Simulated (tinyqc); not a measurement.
# Input admittance of a MOSFET at zero drain bias: distributed channel and distributed gate: two studies

Source and drain grounded, strong inversion, w = 2 pi f, Cox = eps0 eox/tox. The channel is an RC line of resistance 1/(mu Cox Vo) per square fed from both ends, so one finger has the intrinsic admittance y = i w Cox L tanh(g)/g per width, g = (1/2) sqrt(i w tau), tau = L^2/(mu Vo). The vertical resistance rv/L is in series with y, the overlaps 2 i w Cov in parallel: y_t = 1/(1/y + rv/L) + 2 i w Cov. The gate strip is a line of Rsh/L per length loaded by y_t, so a finger has Y = y_t Wf tanh(k)/k, k = (Wf/sd) sqrt(y_t Rsh/L); the device has Nf Y.

Parameters, values chosen for the exercise; values of the order met in silicon radio-frequency transistors: relative permittivity of the gate insulator (close to aluminium oxide) eox = 8.94; insulator thickness tox = 9.4 nm; channel length L = 0.89 um; finger width Wf = 1.3 um; number of fingers Nf = 32; channel mobility mu = 230 cm^2/(V s); gate overdrive Vo = 0.45 V; sheet resistance of the gate Rsh = 23 ohm/square; vertical resistivity of the gate stack rv = 3.2 ohm um^2; number of ends at which a finger is contacted sd = 2; overlap and fringe capacitance on each side Cov = 0.19 fF/um; frequency f = 4.7 GHz.

Constants: eps0 = 8.8541878128e-14 F/cm where lengths are in cm. Results are converted to the units shown.

Each table varies one quantity; the others keep the values above.

## Input impedance against frequency

Low-frequency limits, with c = Cox L and ct = c + 2 Cov: R_strip = Rsh Wf/(3 sd^2 L Nf), R_ch = (c/ct)^2 L/(12 mu Cox Vo Wf Nf), R_vert = (c/ct)^2 rv/(L Wf Nf), C = ct Wf Nf. Z = 1/(Nf Y) = R + 1/(i w C), Q = |Im Z|/R, far-point signal |1/cosh k|.

The same in every row: low-frequency R (ohm) = 18.69.

Input impedance against frequency:
```
f (GHz),w tau,|k|,R (ohm),C (fF),Q,signal at the far point
0.05,0.02404,0.005197,18.69,327.6,519.8,1.000
0.1,0.04809,0.007350,18.69,327.6,259.9,1.000
0.3,0.1443,0.01273,18.69,327.6,86.63,1.000
0.9,0.4328,0.02204,18.69,327.5,28.89,1.000
3,1.443,0.04006,18.67,326.5,8.702,0.9999
7,3.366,0.05993,18.58,321.6,3.804,0.9995
20,9.617,0.08927,17.82,286.7,1.558,0.9979
50,24.04,0.1097,14.63,195.8,1.112,0.9960
100,48.09,0.1290,10.13,131.0,1.200,0.9947
```

R falls from 18.7 to 10.1 ohm and C falls from 328 to 131 fF. Q goes as f^(-1.00) between the first two rows and f^(0.11) between the last two, where w tau = 48.1 and |k| = 0.129. The low-frequency limits hold both R and C within 5 % up to f = 7 GHz among the rows.

## Effect of the gate overdrive

Same model as above.

Results:
```
Vo (V),w tau,|k|,R (ohm),low-frequency R (ohm),C (fF),Q,signal at the far point
0.2,5.085,0.04771,41.28,41.86,314.5,2.609,0.9996
0.5,2.034,0.04990,16.80,16.84,325.4,6.193,0.9998
0.65,1.565,0.05010,12.98,12.99,326.3,7.998,0.9998
0.8,1.271,0.05019,10.58,10.59,326.7,9.797,0.9999
0.95,1.071,0.05025,8.937,8.943,327.0,11.59,0.9999
1.1,0.9246,0.05028,7.742,7.746,327.1,13.37,0.9999
1.25,0.8136,0.05031,6.834,6.836,327.2,15.14,0.9999
```

Estimate the missing row, Vo = 0.35 V.

Computed row:
```
Vo (V),w tau,|k|,R (ohm),low-frequency R (ohm),C (fF),Q,signal at the far point
0.35,2.906,0.04942,23.88,23.99,323.1,4.389,0.9997
```

With this row back in the table: As Vo goes from 0.2 to 1.25, R falls from 41.3 to 6.83 ohm, C rises from 314 to 327 fF and Q rises from 2.61 to 15.1. Only the channel term depends on Vo.

Computed by the program tinyqc: `OMP_NUM_THREADS=1 python tinyqc.py 2262051 2262052 out.jsonl`, one thread of a shared Intel Xeon 2.30GHz, about 0.01 s for the whole run.
